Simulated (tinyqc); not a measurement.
Inside a calculation. Model: on-chip interconnect, size-dependent resistivity and RC delay.

Numbers from tinyqc (`OMP_NUM_THREADS=1 python tinyqc.py 2100129 2100130 out.jsonl`; about 0.01 s on one thread of a shared Intel Xeon 2.30GHz). Printed values are rounded.

A rectangular line between two neighbours and two ground planes. Surface and grain-boundary scattering are added to the bulk resistivity as corrections; capacitances are parallel-plate values without fringing; inductance is ignored.

Values chosen for this exercise; metal values close to those of cobalt:

| symbol | value | unit | meaning |
|---|---|---|---|
| rho0 | 6.04 | uohm cm | bulk resistivity |
| lam | 12 | nm | bulk mean free path |
| ps | 0 |  | specular share of surface scattering |
| Rg | 0.18 |  | reflection coefficient of grain boundaries |
| gr | 1 |  | grain size over the metal width |
| wd | 37 | nm | drawn line width |
| AR | 1.3 |  | aspect ratio, height over width |
| tl | 1 | nm | liner on both walls and the bottom, not conducting |
| sp | 37 | nm | space to the neighbouring lines |
| hd | 92 | nm | dielectric height to the planes above and below |
| ek | 4.2 |  | relative permittivity of the dielectric |
| Mf | 2 |  | Miller factor of the neighbours |
| Lw | 84 | um | line length |
| Rd | 8200 | ohm | driver resistance |
| Cl | 0.18 | fF | load capacitance |
| dt | 22 | ps | time step |

Constants: eps0 = 8.8541878128e-12 F/m. Results are converted to the units shown.

## Resistivity, resistance and capacitance per length

Metal width x = wd - 2 tl, height y = AR wd - tl; grain boundaries (Mayadas-Shatzkes): al = (lam/(gr x)) Rg/(1 - Rg), g = 1/[1 - 3 al/2 + 3 al^2 - 3 al^3 ln(1 + 1/al)] - 1; surfaces (Fuchs-Sondheimer, thick limit): s = (3/8) lam (1 - ps)(1/x + 1/y); rho = rho0 (1 + g + s); r = rho/(x y); c = eps0 ek (2 wd/hd + 2 Mf AR wd/sp).

x = 35 nm
y = 47.1 nm
al = 0.0752613
g = 0.110248
s = 0.224113
rho = 8.05954 uohm cm
r = 48.8901 ohm/um
c = 0.223287 fF/um

rho is 1.33 times the bulk value; surfaces add more (0.224 against 0.110). The liner takes 7.37 % of the cross-section.

## Ladder and Elmore delays

7 equal pi sections: series Rs = r Lw/7; node capacitances c Lw/7, halved at nodes 0 and 7, with Cl added to node 7; Rd feeds node 0. Elmore delay of node k: the sum, over the resistors on the path to k, of resistance times all capacitance downstream of it.

Rs = 586.682 ohm

```
node,C (fF),Elmore delay (ps)
0,1.33972,155.276
1,2.67945,165.600
2,2.67945,174.351
3,2.67945,181.531
4,2.67945,187.138
5,2.67945,191.174
6,2.67945,193.637
7,1.51972,194.529
```

The far-end value equals Rd (c Lw + Cl) + r Lw (c Lw/2 + Cl) for any number of pi sections; the line resistance contributes 20.2 % of it.

## Step 1: node voltages after a time step

```
node,v at t = 0 (V)
0,0
1,0
2,0
3,0
4,0
5,0
6,0
7,0
```

A 1 V step is applied behind Rd at t = 0. C dv/dt = -G v + b, with G the conductance matrix of the ladder (1/Rs between neighbours, 1/Rd added at node 0) and b = (1 V/Rd, 0, ...). Trapezoidal step: (C/dt + G/2) v(new) = (C/dt - G/2) v + b.

```
node,v at t = 1 dt (V)
0,0.316233
1,0.218361
2,0.151695
3,0.106707
4,0.076969
5,0.058230
6,0.047812
7,0.044228
```

## Step 2: node voltages after a time step

As before.

```
node,v at t = 2 dt (V)
0,0.289208
1,0.285373
2,0.259908
3,0.228230
4,0.198669
5,0.175500
6,0.160769
7,0.155347
```

## Course in time

A 1 V step is applied behind Rd at t = 0. C dv/dt = -G v + b, with G the conductance matrix of the ladder (1/Rs between neighbours, 1/Rd added at node 0) and b = (1 V/Rd, 0, ...). Trapezoidal step: (C/dt + G/2) v(new) = (C/dt - G/2) v + b. The last column solves the same ladder exactly by its modes.

Voltages (V):
```
t (ps),node 0,node 3,node 7,"node 7, exact"
22.00,0.3162,0.1067,0.0442,0.0550
44.00,0.2892,0.2282,0.1553,0.1588
66.00,0.4443,0.3000,0.2581,0.2543
88.00,0.4483,0.3909,0.3373,0.3391
110.0,0.5607,0.4530,0.4160,0.4143
132.0,0.5685,0.5198,0.4809,0.4810
154.0,0.6541,0.5720,0.5406,0.5400
176.0,0.6618,0.6219,0.5929,0.5923
198.0,0.7281,0.6647,0.6390,0.6387
220.0,0.7346,0.7026,0.6805,0.6798
242.0,0.7866,0.7371,0.7165,0.7163
264.0,0.7915,0.7662,0.7492,0.7485
```

The far end of the ladder reaches 0.5 V at 138.8 ps, 0.714 of its Elmore delay (ln 2 = 0.693 for a single pole); the slowest mode has a time constant of 182.1 ps. The largest error of the trapezoidal steps at that node is 11 mV.
